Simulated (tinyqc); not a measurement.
Minority carriers and saturation current of a heavily doped emitter: effect of temperature on the narrowing factor.

n-type, parabolic bands, full ionisation. eta = (EF - Ec)/kB T solves N = Nc F12(eta), F12(x) = (2/sqrt(pi)) int_0^infinity sqrt(u)/(1 + exp(u - x)) du. The gap shrinks rigidly by dEg = E1 [ln(N/N0) + sqrt(ln^2(N/N0) + 0.5)], an empirical law that is here taken as the true narrowing.

Nc is given at 400 K and scales as T^1.5; dEg is held. The factor nie^2/ni^2 = exp(dEg/kB T) g, g = F12(eta) exp(-eta), divides the current gain of a transistor with this emitter.

Parameters, values chosen for the exercise; band and dielectric values close to those of silicon: conduction-band density of states at 400 K Nc = 4.25e19 cm^-3; ionised donor density N = 1.5e20 cm^-3; energy of the narrowing law E1 = 10 meV; density of the narrowing law N0 = 7.2e16 cm^-3.

Constants: q = 1.602176634e-19 C, kB = 1.380649e-23 J/K, Vt = kB T/q. Results are converted to the units shown.

Effect of temperature on the narrowing factor:

| T (K) | eta | g | nie^2/ni^2 | its logarithm |
|---|---|---|---|---|
| 150 | 7.360 | 0.009778 | 1368 | 7.221 |
| 200 | 5.450 | 0.04291 | 310.5 | 5.738 |
| 250 | 4.283 | 0.09855 | 120.6 | 4.792 |
| 300 | 3.488 | 0.1661 | 62.12 | 4.129 |
| 350 | 2.904 | 0.2362 | 37.91 | 3.635 |
| 400 | 2.453 | 0.3036 | 25.82 | 3.251 |
| 450 | 2.090 | 0.3657 | 18.99 | 2.944 |

The factor falls from 1370 to 19.0. Its slope against q/kB T is 76.7 meV between the first two rows and 95.4 meV between the last two, against dEg = 153 meV: degeneracy takes back part of the narrowing. The factor grows on cooling, so the current gain of such a transistor falls.

Range of the model: Band tails, non-parabolic bands and incomplete ionisation are left out.

Program tinyqc, `OMP_NUM_THREADS=1 python tinyqc.py 2330068 2330069 out.jsonl`; Intel Xeon 2.30GHz, shared host, one thread, about 0.01 s.
